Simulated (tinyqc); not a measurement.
What moves the magnetoresistance: exchange-split free-electron bands and tunnelling magnetoresistance.

Majority and minority bands E = c k^2/m -/+ Dx/2, c = hbar^2/2m0, so k_up = sqrt(m (EF + Dx/2)/c), k_dn = sqrt(m (EF - Dx/2)/c); n_s = k_s^3/(6 pi^2), D_s = m k_s/(4 pi^2 c).

Barrier: kappa = sqrt(mb phi/c), c = hbar^2/2m0. With a = k1/m, b = k2/m, w = kappa/mb, the transmission at normal incidence is T(k1, k2) = 4 a b w^2/[w^2 (a + b)^2 + (w^2 + a^2)(w^2 + b^2) sinh^2(kappa d)]. Parallel: G_P = T(up, up) + T(dn, dn); antiparallel: G_AP = 2 T(up, dn); TMR = (G_P - G_AP)/G_AP. Julliere: TMR = 2 P^2/(1 - P^2). Slonczewski factor: P_eff = P_k (w^2 - a_up a_dn)/(w^2 + a_up a_dn), P_k = (k_up - k_dn)/(k_up + k_dn).

Constants: hbar^2/2m0 = 3.80998211 eV angstrom^2.

Parameters, chosen for this exercise: EF = 4.35 eV (Fermi energy above the mean band bottom); Dx = 5.06 eV (exchange splitting); m = 1.09 m0 (mass in the electrodes); phi = 2.94 eV (barrier height above EF); mb = 0.79 m0 (mass in the barrier); d = 10.7 angstrom (barrier thickness).

All results formed anew.

Results for these values:

| case | P_k | P_eff | TMR (%) | G_P |
|---|---|---|---|---|
| base | 0.3207 | 0.0219 | 0.10 | 3.96e-07 |

What happens to each result for d = 12.7 angstrom, all else kept?

Answer: P_k does not change at the printed digits; P_eff does not change at the printed digits; TMR does not change at the printed digits; G_P falls from 3.96e-07 to 1.74e-08.

The same for each parameter in turn:

| case | P_k | P_eff | TMR (%) | G_P |
|---|---|---|---|---|
| base | 0.3207 | 0.0219 | 0.10 | 3.96e-07 |
| Dx = 5.313 eV | 0.3408 | 0.0278 | 0.15 | 3.90e-07 |
| EF = 4.785 eV | 0.2860 | -0.0002 | 0.00 | 4.07e-07 |
| phi = 3.822 eV | 0.3207 | 0.0631 | 0.80 | 3.72e-08 |
| mb = 0.632 m0 | 0.3207 | 0.0571 | 0.65 | 2.27e-06 |
| d = 12.7 angstrom | 0.3207 | 0.0219 | 0.10 | 1.74e-08 |
| m = 1.308 m0 | 0.3207 | 0.0507 | 0.52 | 3.91e-07 |

(tinyqc, `OMP_NUM_THREADS=1 python tinyqc.py 1652031 1652032 out.jsonl`, Intel(R) Xeon(R) Processor @ 2.30GHz, 1 thread, shared host, about 0.01 s.)
